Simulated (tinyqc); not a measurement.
Inside a calculation. Method: one-electron ion in a basis of Gaussians. One step of it, computed by the program tinyqc.

Question. Matrices over normalised Gaussians. With p = a_i + a_j and I(k) = Gamma((k+1)/2) / (2 p^((k+1)/2)): S = I(2l+2), T = (2l+3) a_i a_j S / p, V = -Z I(2l+1), each divided by sqrt(S_ii S_jj).

exponents of r^l exp(-a r^2) (1/bohr^2): [0.082950, 0.198000, 0.472800, 1.129000, 2.695000, 6.436000, 15.370000]

Z = 5

l = 2

Give: S; T; V.

Answer.

S:
```
[[1.000, 0.725, 0.306, 0.092, 0.023, 0.005, 0.001],
 [0.725, 1.000, 0.725, 0.305, 0.092, 0.023, 0.005],
 [0.306, 0.725, 1.000, 0.725, 0.306, 0.092, 0.023],
 [0.092, 0.305, 0.725, 1.000, 0.725, 0.306, 0.091],
 [0.023, 0.092, 0.306, 0.725, 1.000, 0.725, 0.305],
 [0.005, 0.023, 0.092, 0.306, 0.725, 1.000, 0.725],
 [0.001, 0.005, 0.023, 0.091, 0.305, 0.725, 1.000]]
```

T (hartree):
```
[[0.290, 0.297, 0.151, 0.050, 0.013, 0.003, 0.001],
 [0.297, 0.693, 0.708, 0.360, 0.118, 0.031, 0.007],
 [0.151, 0.708, 1.655, 1.691, 0.860, 0.282, 0.074],
 [0.050, 0.360, 1.691, 3.951, 4.039, 2.054, 0.674],
 [0.013, 0.118, 0.860, 4.039, 9.432, 9.641, 4.901],
 [0.003, 0.031, 0.282, 2.054, 9.641, 22.526, 23.023],
 [0.001, 0.007, 0.074, 0.674, 4.901, 23.023, 53.795]]
```

V (hartree):
```
[[-1.226, -1.157, -0.685, -0.303, -0.115, -0.041, -0.014],
 [-1.157, -1.894, -1.787, -1.059, -0.468, -0.178, -0.063],
 [-0.685, -1.787, -2.926, -2.761, -1.637, -0.724, -0.275],
 [-0.303, -1.059, -2.761, -4.522, -4.267, -2.529, -1.118],
 [-0.115, -0.468, -1.637, -4.267, -6.986, -6.592, -3.905],
 [-0.041, -0.178, -0.724, -2.529, -6.592, -10.796, -10.187],
 [-0.014, -0.063, -0.275, -1.118, -3.905, -10.187, -16.683]]
```
